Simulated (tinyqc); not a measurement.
Worked calculation: chemical vapour deposition: Grove model, boundary layer, depletion and step coverage. Computed by tinyqc, a small Python program that keeps every step. Command: `OMP_NUM_THREADS=1 python tinyqc.py 3030515 3030516 out.jsonl cvd walk`. One thread of a shared host (Intel(R) Xeon(R) Processor @ 2.30GHz), about 0.01 s of CPU time with the checks. Intermediate numbers are printed to about 6 digits and carried at full precision; extremes and crossings named in words are read from the listed rows.

A precursor diffuses to the surface and reacts there at first order; each molecule that reacts adds one formula unit of film.

Inputs (values chosen for the exercise, close to those used for silicon nitride (counted as SiN4/3)):
```
quantity                                            value                unit
prefactor k0 of k_s                               3.2e+08                cm/s
activation energy E                                  1.82                  eV
temperature T                                         790                   C
total pressure p                                       69                torr
mole fraction of the precursor Y                   0.0025                   -
gas diffusivity D0 at 273.15 K and 760 torr          0.38              cm^2/s
film density N                                      4e+22  formula units/cm^3
precursor mass M                                      101                   u
trench width w                                       0.53                  um
aspect ratio of the trench                             39                   -
gas velocity U                                         91                cm/s
kinematic viscosity nu0 at 273.15 K and 760 torr     0.33              cm^2/s
susceptor length L                                     39                  cm
channel height b                                      4.9                  cm
```

Reactor: horizontal, reduced pressure.

Constants: k_B = 1.380649e-23 J/K; u = 1.6605390666e-27 kg; k_B = 8.617333262e-05 eV/K.

## Gas-phase and surface constants

k_s = k0 exp(-E/(k_B T)); C_g = Y p/(k_B T), 1 torr = 133.322 Pa; D = D0 (T/273.15)^1.75 (760/p). Temperatures in kelvin are T(C) + 273.15. Mean speed c = sqrt(8 k_B T/(pi M)); reactive sticking probability beta = 4 k_s/c.

surface rate constant k_s = 0.754370 cm/s

precursor density C_g = 1.56680e+15 1/cm^3

gas diffusivity D = 45.1426 cm^2/s

mean speed c = 47208.9 cm/s

sticking probability beta = 6.39176e-05

## Boundary layer

nu = nu0 (T/273.15)^1.75 (760/p); Re = U L/nu; mean boundary layer delta = (2/3) L/sqrt(Re), at most b/2; h_g = D/delta.

Reynolds number Re = 90.5293

boundary layer delta = 2.45 cm

mass-transfer coefficient h_g = 18.4255 cm/s

Caution: the boundary layer is capped at b/2, so U, L and nu no longer affect h_g.

## Growth rate at the inlet

Fluxes in series: C_s = C_g/(1 + k_s/h_g); growth rate G = k_s h_g/(k_s + h_g) C_g/N; 1 cm/s = 6e8 nm/min.

ratio k_s/h_g = 0.0409415

C_s/C_g = 0.960669

growth rate G at the inlet = 17.0319 nm/min

The surface reaction limits the rate, so temperature must be uniform.

## Depletion along the susceptor

Plug flow: U b dC/dx = -k_eff C with k_eff = k_s h_g/(k_s + h_g), so C falls as exp(-k_eff x/(U b)); the used share of the precursor is 1 - C(L)/C(0).

k_eff = 0.724700 cm/s

depletion length = 615.289 cm

rate at the outlet over rate at the inlet = 0.938582

rate at the outlet = 15.9858 nm/min

6.1 % of the precursor is used.

## Reaction control against transport control

The formulas are those given above.

Rates:
```
T (C)   k_s (cm/s)  h_g (cm/s)   G (nm/min)  reaction limit (nm/min)  transport limit (nm/min)
590    7.55955e-03     13.7662  2.18711e-01              2.18831e-01                   398.497
640    2.88645e-02     14.4614  7.88233e-01              7.89807e-01                   395.702
690    9.59001e-02     15.5004  2.47255e+00              2.48785e+00                   402.114
740    2.83012e-01     16.9359  6.86488e+00              6.97960e+00                   417.671
790    7.54370e-01     18.4255  1.70319e+01              1.77292e+01                   433.037
840    1.84125e+00     19.9687  3.78402e+01              4.13294e+01                   448.223
890    4.16223e+00     21.5647  7.49453e+01              8.94106e+01                   463.240
940    8.79712e+00     23.2129  1.31392e+02              1.81186e+02                   478.096
990    1.75236e+01     24.9130  2.03495e+02              3.46632e+02                   492.799
```

The apparent activation energy of G is 1.74 eV between the first rows and 1.16 eV between the last, against E = 1.82 eV. k_s stays below h_g, but mixed control begins at the hot end, which lowers the slope there. In the reaction limit the slope is E - k_B T, because C_g falls as 1/T; any further lowering comes from transport. The transport limit turns upwards in the rows where delta has reached its cap b/2.

## Step coverage in a trench

In a long trench of width w and depth l = aspect ratio x w: Knudsen diffusivity D_K = (2w) c/3 (hydraulic diameter 2w), combined as 1/D_e = 1/D_K + 1/D; D_e d2C/dz2 = 2 k_s C/w with D_e dC/dz = -k_s C at the floor. With m = sqrt(2 k_s/(w D_e)): C(floor)/C(top) = 1/[cosh(m l) + (k_s/(D_e m)) sinh(m l)].

Knudsen diffusivity D_K = 1.66805 cm^2/s

effective diffusivity D_e = 1.60861 cm^2/s

modulus m l = 0.274970

step coverage = 0.962441

Wall collisions limit transport in the trench; then m l = aspect ratio x sqrt(3 beta)/2, 0.2700, whatever the width. Coverage is nearly conformal. Caution: the hydraulic-diameter form of D_K is rough for a slit.

Checks made by the program: step coverage against a numerical boundary-value solution (relative difference below 1e-10).
